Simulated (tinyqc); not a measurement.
Comparisons within one model: six-band k.p model of the valence band of a wurtzite crystal. A value that a table varies takes the place of the one given here.

At k = 0: E1 = D1c + D2c + Te + Le (pure HH); E2, E3 = Le + u +/- sqrt(u^2 + 2 D3c^2), u = (D1c - D2c + Te)/2, D1c = Dcr, D2c = D3c = Dso/3. The weight of LH in state 2 is fL = (E2 - Le)^2/((E2 - Le)^2 + 2 D3c^2). Relative strengths of transitions to the conduction band: for E perpendicular to c (TE) 1/2, fL/2, (1 - fL)/2; for E along c (TM) 0, 1 - fL, fL, with one momentum element for both directions.

Strain of a c-plane layer: exx = eyy = e_par, ezz = -2 (C13/C33) e_par; Le = D1 ezz + D2 (exx + eyy), Te = D3 ezz + D4 (exx + eyy).

Conduction edge: Ec = (top of the unstrained valence band) + Eg + (a1 + D1) ezz + (a2 + D2)(exx + eyy).
Constants: kB = 8.617333262e-05 eV/K.

Parameters, chosen for this exercise (of the order of those of hexagonal CdSe; the results hold for these values, not for the real material): Dcr = 0.0385 eV (crystal-field splitting); Dso = 0.4194 eV (spin-orbit splitting); Eg = 1.841 eV (direct gap at Gamma from the top of the unstrained valence band); a1 = -0.75 eV (gap potential along c); a2 = -3.59 eV (gap potential in the plane); D1 = -0.99 eV; D2 = 1 eV; D3 = 3.96 eV; D4 = -2.23 eV; C13 = 41 GPa; C33 = 88 GPa; T = 400 K (temperature); e_par = -0.0172 (exx = eyy of a c-plane layer).

## Strain and the order of the valence edges

Edges from the unstrained top. Degree of polarisation (TE - TM)/(TE + TM), each state weighted by exp(E/kT) alone (equal densities of states).

Results:

| e_par (%) | E1 (meV) | E2 (meV) | E3 (meV) | fL | lowest transition (eV) | polarisation |
|---|---|---|---|---|---|---|
| -0.80 | 41.8 | -21.2 | -418.3 | 0.455 | 1.8276 | 0.719 |
| -0.60 | 31.4 | -22.6 | -421.5 | 0.434 | 1.8310 | 0.644 |
| -0.40 | 20.9 | -23.7 | -425.0 | 0.414 | 1.8343 | 0.552 |
| -0.20 | 10.5 | -24.4 | -428.9 | 0.395 | 1.8377 | 0.444 |
| 0.00 | 0.0 | -24.9 | -433.0 | 0.376 | 1.8410 | 0.322 |
| 0.20 | -10.5 | -25.0 | -437.5 | 0.357 | 1.8443 | 0.188 |
| 0.40 | -20.9 | -24.8 | -442.3 | 0.340 | 1.8477 | 0.050 |
| 0.60 | -31.4 | -24.4 | -447.4 | 0.322 | 1.8440 | -0.087 |
| 0.80 | -41.8 | -23.7 | -452.7 | 0.306 | 1.8362 | -0.215 |

E1 = E2 requires Dcr + Te = 0, which here falls at e_par = 0.47 %, inside the sweep: state 1 is on top for smaller e_par and state 2 beyond. The polarisation goes from +0.72 to -0.22 and changes sign between 0.40 and 0.60 %; the lowest transition moves by +5 meV per 1 % on average, not monotonically: it peaks at e_par = 0.40 % among these rows. The deformation potentials of this set are rough, and the small net slope can differ from measurement even in sign.

## Crystal field against spin-orbit coupling

No strain; Dcr is varied.

Results:

| Dcr (meV) | Dcr/Dso | E1 (meV) | E2 (meV) | E3 (meV) | E1 - E2 (meV) | E1 - E3 (meV) | fL |
|---|---|---|---|---|---|---|---|
| -1118.4 | -2.67 | -978.6 | 30.3 | -1288.5 | -1008.9 | 309.9 | 0.023 |
| -559.2 | -1.33 | -419.4 | 52.0 | -751.0 | -471.4 | 331.6 | 0.065 |
| -279.6 | -0.67 | -139.8 | 78.5 | -497.9 | -218.3 | 358.1 | 0.136 |
| -139.8 | -0.33 | 0.0 | 102.3 | -381.9 | -102.3 | 381.9 | 0.211 |
| 0.0 | 0.00 | 139.8 | 139.8 | -279.6 | 0.0 | 419.4 | 0.333 |
| 139.8 | 0.33 | 279.6 | 197.7 | -197.7 | 81.9 | 477.3 | 0.500 |
| 279.6 | 0.67 | 419.4 | 279.6 | -139.8 | 139.8 | 559.2 | 0.667 |
| 559.2 | 1.33 | 699.0 | 497.9 | -78.5 | 201.1 | 777.5 | 0.864 |
| 1118.4 | 2.67 | 1258.2 | 1017.0 | -38.4 | 241.2 | 1296.6 | 0.964 |

At Dcr = 0 the cubic pattern returns: E1 = E2, E3 lies Dso = 419.4 meV lower and fL = 0.333 (1/3). For large positive Dcr, E1 - E2 tends to 2 Dso/3 = 279.6 meV (last row 241.2) and state 2 turns LH-like; for negative Dcr state 2 rises to the top and turns CH-like (98 % in the first row). In every row the two splittings add up to Dcr + Dso and multiply to (2/3) Dcr Dso.

## What each parameter does

Splittings at k = 0 under the strain, fL and the lowest transition. Each row changes one parameter from the base and keeps the others.

Results:

| case | E1 - E2 (meV) | E1 - E3 (meV) | fL | lowest transition (eV) |
|---|---|---|---|---|
| base | 100.38 | 497.70 | 0.5489 | 1.8123 |
| a2 = -2.872 eV | 100.38 | 497.70 | 0.5489 | 1.7876 |
| C13 = 32.8 GPa | 94.55 | 490.83 | 0.5330 | 1.8274 |
| D3 = 4.752 eV | 106.01 | 504.77 | 0.5647 | 1.7996 |
| D4 = -1.784 eV | 93.31 | 489.43 | 0.5297 | 1.8276 |
| e_par = -0.02064 | 112.54 | 513.58 | 0.5834 | 1.8066 |
| a1 = -0.6 eV | 100.38 | 497.70 | 0.5489 | 1.8147 |
| Dcr = 0.0462 eV | 103.82 | 501.96 | 0.5585 | 1.8123 |
| D1 = -1.188 eV | 100.38 | 497.70 | 0.5489 | 1.8123 |

The largest shifts from the base row, up to three for each result and ties (the steps differ in size, so this ranks the rows, not the parameters). E1 - E2 (meV): e_par +12.16, D4 -7.07, C13 -5.83; unchanged at the printed digits by a2, a1 and D1. E1 - E3 (meV): e_par +15.88, D4 -8.27, D3 +7.07; unchanged at the printed digits by a2, a1 and D1. fL: e_par +0.0345, D4 -0.0192, C13 -0.0159; unchanged at the printed digits by a2, a1 and D1. lowest transition (eV): a2 -0.0247, D4 +0.0153, C13 +0.0151; unchanged at the printed digits by Dcr and D1. D1 and D2 shift all valence edges and the conduction edge alike, so they drop out of splittings and transitions.

(tinyqc, `OMP_NUM_THREADS=1 python tinyqc.py 1080293 1080294 out.jsonl`, Intel(R) Xeon(R) Processor @ 2.30GHz, 1 thread, shared host, about 0.01 s.)
